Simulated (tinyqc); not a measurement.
# Surface potential of a MOS transistor: implicit equation and explicit approximations: accuracy of the approximations against gate voltage

p-type body, charge-sheet picture, depletion and inversion only, full ionisation (an idealisation for deep acceptors), Boltzmann statistics (rough once Na exp(x - xn) passes about Nc/7). In units of Vt: xg = (Vg - Vfb)/Vt, x = psi/Vt, G = gamma/sqrt(Vt), xn = (2 phiF + Vc)/Vt. The implicit equation is (xg - x)^2 = G^2 [x - 1 + exp(x - xn)] for x above about 3. Cox = eps0 eox/tox.

ni = sqrt(Nc Nv) exp(-Eg/(2 Vt)), Eg in volts; phiF = Vt ln(Na/ni); gamma = sqrt(2 q eps0 eps_r Na)/Cox; VT = Vfb + Vt (xn + G sqrt(xn - 1)). Depletion value a = 1 + [sqrt(G^2/4 + xg - 1) - G/2]^2; inversion value b = xn + ln[(xg - xn)^2/G^2 - xn + 1] and first guess y = min(a, b) - ln(1 + exp(-|a - b|)) if a > xn + 1, else b = y = a; one second-order correction with D = exp(y - xn), p = 2 (xg - y) + G^2 (1 + D), w = (xg - y)^2 - G^2 (y - 1 + D): z = y + 2 w/(p + sqrt(p^2 - 2 (2 - G^2 D) w)), or the Newton step z = y + w/p where the root is not real. N_inv = (Cox Vt G/q) [sqrt(x - 1 + exp(x - xn)) - sqrt(x - 1)] at the root. Lambert form (Cox m Vt/q) W0[(G/(2 m sqrt(xn - 1))) exp((Vg - VT)/(m Vt))], m = 1 + G/(2 sqrt(xn - 1)). Errors under 1e-4 mV, and the linear form below VT, are printed as 0.

Inputs (values chosen for the exercise); band and dielectric values close to those of silicon: temperature T = 300 K; band gap Eg = 1.12 eV; relative permittivity eps_r = 11.5; conduction-band density of states at T Nc = 2.76e19 cm^-3; valence-band density of states at T Nv = 2.64e19 cm^-3; relative permittivity of the gate insulator (close to silicon dioxide) eox = 3.9; insulator thickness tox = 6.3 nm; acceptor density Na = 5.4e16 cm^-3; flat-band voltage Vfb = -0.98 V; channel-body voltage Vc = 0 V.

Constants: q = 1.602176634e-19 C, kB = 1.380649e-23 J/K, Vt = kB T/q, eps0 = 8.8541878128e-14 F/cm where lengths are in cm. Results are converted to the units shown.

Accuracy of the approximations against gate voltage:
```
Vg (V)  psi (V)   x - xn  error of y (mV)  error of z (mV)  N_inv (cm^-2)  Cox (Vg - VT)/q (cm^-2)  Lambert form (cm^-2)
-0.37    0.4519   -13.41                0                0        2.452e4                        0               1.432e4
-0.17    0.6229   -6.801          3.90e-3                0        1.542e7                        0               1.286e7
0.03     0.7946  -0.1569             2.66         -4.73e-4       1.037e10                        0              1.041e10
0.23     0.8900    3.530             20.3            -7.43       3.248e11                 6.788e11              3.429e11
0.43     0.9229    4.803             14.9            -1.50       8.819e11                 1.363e12              9.271e11
0.63     0.9423    5.555             11.5           -0.574       1.491e12                 2.047e12              1.559e12
0.83     0.9563    6.097             9.60           -0.301       2.121e12                 2.731e12              2.208e12
1.03     0.9673    6.523             8.29           -0.184       2.763e12                 3.416e12              2.866e12
1.23     0.9764    6.874             7.33           -0.122       3.412e12                 4.100e12              3.529e12
```

psi rises from 0.452 to 0.976 V and ends 6.9 Vt above 2 phiF + Vc. Among the rows the first guess is off by at most 20 mV (at Vg = 0.23 V) and the corrected value by at most 7.4 mV. In the last row the linear form is 20 % above N_inv and the Lambert form 3.4 % above it; in the first row the Lambert form is 42 % below it. For Vg = 0.43, 0.63, 0.83, 1.03, 1.23 the electron quasi-Fermi level lies less than 2 Vt below the band edge at the surface, or above it, where degeneracy and confinement, left out, matter.

Program tinyqc, `OMP_NUM_THREADS=1 python tinyqc.py 2122108 2122109 out.jsonl`; Intel Xeon 2.30GHz, shared host, one thread, about 0.01 s.
